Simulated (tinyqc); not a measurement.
Mobility of a non-polar semiconductor in the relaxation-time approximation: one step, computed by the program tinyqc.

Each valley is treated as a sphere of mass m_d for states and rates, with one isotropic relaxation time; the conductivity mass m_c sets the current.

Question. Fermi level and screening. Kane band: hbar^2 k^2/(2 m) = E (1 + alpha E), speed v = hbar k/(m (1 + 2 alpha E)), states per spin, volume and energy g(E) = m k (1 + 2 alpha E)/(2 pi^2 hbar^2); overlap factors are set to 1. Here m = m_d. Masses are multiplied by m_0 and all formulas are in SI units. The reduced Fermi level eta = E_F/(k_B T) solves n = 2 Z int g f dE with f = 1/(1 + exp(x - eta)) (Z = 1 unless valleys are given); screening length L_s = sqrt(eps_s eps_0 k_B T/(e^2 dn/deta)), dn/deta = 2 Z int g f (1 - f) dE. Integrals over x = E/(k_B T) use 160 Gauss-Legendre points in u = sqrt(x) from 0 to sqrt(max(eta, 0) + 32).

Inputs (values chosen for the exercise, modelled on electrons in diamond):

| quantity | value | unit |
|---|---|---|
| equivalent valleys Z | 6 | - |
| non-parabolicity alpha | 0.2 | 1/eV |
| static permittivity eps_s | 5.7 | - |
| carrier density n | 9.4e+18 | 1/cm^3 |
| temperature T | 300 | K |

Band: Kane. Impurity formula: Brooks-Herring. Further scattering: neutral impurities.

density-of-states mass m_d = 0.4920017 m_0

Constants: k_B = 8.617333262e-05 eV/K; m_0 = 9.1093837015e-31 kg; e = 1.602176634e-19 C; hbar = 1.054571817e-34 J s; eps_0 = 8.8541878128e-12 F/m; k_B = 1.380649e-23 J/K.

Give: reduced Fermi level eta; screening length L_s.

Answer.

reduced Fermi level eta = -1.667

screening length L_s = 0.9591 nm

The gas is between the classical and degenerate limits.
